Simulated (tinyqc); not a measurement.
Closing and reopening the gap: Kane-Mele model of a buckled honeycomb layer in a normal field.

Sublattices A and B lie at +/-b, so the field gives them the energies +/-D, D = e b Ez (in eV for b in angstrom and Ez in V/angstrom); 2 lam is the gap at zero field. Near the valleys tau = +/-1, for spin sz = +/-1: H = hbar v (tau qx sx + qy sy) + m sz_AB with m = D - tau sz lam, hbar v = (sqrt3/2) a t. On the lattice the spin-orbit term is the second-neighbour hopping i (lam/3 sqrt3) nu sz, nu = +/-1 by the sense of the turn. The filled band of one cone contributes tau sign(m)/2 to the Chern number, in the sense Omega = curl of i<u|grad u>. Rashba terms are left out.

Constants: kB = 8.617333262e-05 eV/K.

Values chosen for the exercise (out of a larger set: of the size used for germanene; not measured data): lam = 0.05 eV (spin-orbit half gap); b = 0.33 angstrom (half the buckling height).

Ez = f lam/b. Gap 2 |D - lam|, second gap 2 (D + lam), Z2 index, and the temperature at which kB T equals the gap.

Against field:
```
f     Ez (V/angstrom)  gap (meV)  second gap (meV)  Z2  gap/kB (K)
0.00                0    100.000           100.000   1      1160.5
0.25           0.0379     75.000           125.000   1       870.3
0.75            0.114     25.000           175.000   1       290.1
0.90            0.136     10.000           190.000   1       116.0
1.10            0.167     10.000           210.000   0       116.0
1.50            0.227     50.000           250.000   0       580.2
2.00            0.303    100.000           300.000   0      1160.5
3.00            0.455    200.000           400.000   0      2320.9
```

Give the missing row, f = 0.50, Ez (V/angstrom) = 0.0758.

Computed row:
```
f     Ez (V/angstrom)  gap (meV)  second gap (meV)  Z2  gap/kB (K)
0.50           0.0758     50.000           150.000   1       580.2
```

The gap closes at Ez = 0.1515 V/angstrom, 15.2 MV/cm at the atoms (the applied field must be larger by the screening), and is back at its zero-field size at twice that. At zero field it is 100.0 meV, above kB T at 300 K (25.9 meV).

Computed by tinyqc, a small Python program: `OMP_NUM_THREADS=1 python tinyqc.py 1481012 1481013 out.jsonl` (the numbers bound the seed that draws the inputs); one thread of a shared host (Intel(R) Xeon(R) Processor @ 2.30GHz), about 0.01 s for the whole set of steps.
